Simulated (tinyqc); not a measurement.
From results back to parameters: round or elliptic silicon nanowire with anisotropic valleys (Ritz method). Five cases, with inputs chosen for the exercise.

Problem. For a circular wire every level scales as 1/R^2. The lowest level of group A was computed from a hidden radius.

Wire along x = [100] on a (001) wafer, y = [010], z = [001]. Valley groups, two valleys each (w = inverse masses): A, axis along z: w_y = 1/mt, w_z = 1/ml, m_x = mt; B, axis along y: w_y = 1/ml, w_z = 1/mt, m_x = mt; C, axis along x: w_y = w_z = 1/mt, m_x = ml.

Hard wall on the ellipse (y/a)^2 + (z/b)^2 = 1, c = hbar^2/2m0. With u = y/a, v = z/b the operator is -c [(w_y/a^2) d2/du2 + (w_z/b^2) d2/dv2] on the unit disc. Basis (1 - u^2 - v^2) u^i v^j; S, X and Y are the disc integrals of f f', (df/du)(df'/du) and (df/dv)(df'/dv), from the integral of u^p v^q = 2 Gamma((p+1)/2) Gamma((q+1)/2)/((p + q + 2) Gamma((p+q+2)/2)) for even p, q; H = c (w_y X/a^2 + w_z Y/b^2).

Converged values use 21 functions of each parity class (e or o in u, then in v).

Constants: hbar^2/2m0 = 3.80998211 eV angstrom^2.

Find: E R^2/c; R.

Case 1.

Values chosen (out of a larger set: near those of a Si nanowire; not measured data): ml = 0.922 m0 (longitudinal mass); mt = 0.192 m0 (transverse mass).

level = 0.235831 eV

Solution.

E R^2/c = 17.889
R = 17.0 angstrom

Solve once for R = 1 and scale. The mean inverse mass would give 2.404826^2 (1/mt + 1/ml)/2 = 18.197, 1.7 % too high.

Case 2.

Values chosen (out of a larger set: near those of a Si nanowire; not measured data): ml = 0.903 m0 (longitudinal mass); mt = 0.191 m0 (transverse mass).

level = 0.059447 eV

Solution.

E R^2/c = 18.037
R = 34.0 angstrom

Solve once for R = 1 and scale. The mean inverse mass would give 2.404826^2 (1/mt + 1/ml)/2 = 18.341, 1.7 % too high.

Case 3.

Values chosen (out of a larger set: near those of a Si nanowire; not measured data): ml = 0.921 m0 (longitudinal mass); mt = 0.193 m0 (transverse mass).

level = 0.080719 eV

Solution.

E R^2/c = 17.818
R = 29.0 angstrom

Solve once for R = 1 and scale. The mean inverse mass would give 2.404826^2 (1/mt + 1/ml)/2 = 18.122, 1.7 % too high.

Case 4.

Values chosen (out of a larger set: near those of a Si nanowire; not measured data): ml = 0.909 m0 (longitudinal mass); mt = 0.189 m0 (transverse mass).

level = 0.130844 eV

Solution.

E R^2/c = 18.167
R = 23.0 angstrom

Solve once for R = 1 and scale. The mean inverse mass would give 2.404826^2 (1/mt + 1/ml)/2 = 18.481, 1.7 % too high.

Case 5.

Values chosen (out of a larger set: near those of a Si nanowire; not measured data): ml = 0.917 m0 (longitudinal mass); mt = 0.191 m0 (transverse mass).

level = 0.042822 eV

Solution.

E R^2/c = 17.983
R = 40.0 angstrom

Solve once for R = 1 and scale. The mean inverse mass would give 2.404826^2 (1/mt + 1/ml)/2 = 18.293, 1.7 % too high.

Computed by tinyqc, one run a case: `OMP_NUM_THREADS=1 python tinyqc.py N N+1 out.jsonl` with N = 1280701, 1280762, 1280925, 1281114, 1281189; one thread of a shared Intel(R) Xeon(R) Processor @ 2.30GHz, about 0.07 s a run at most.
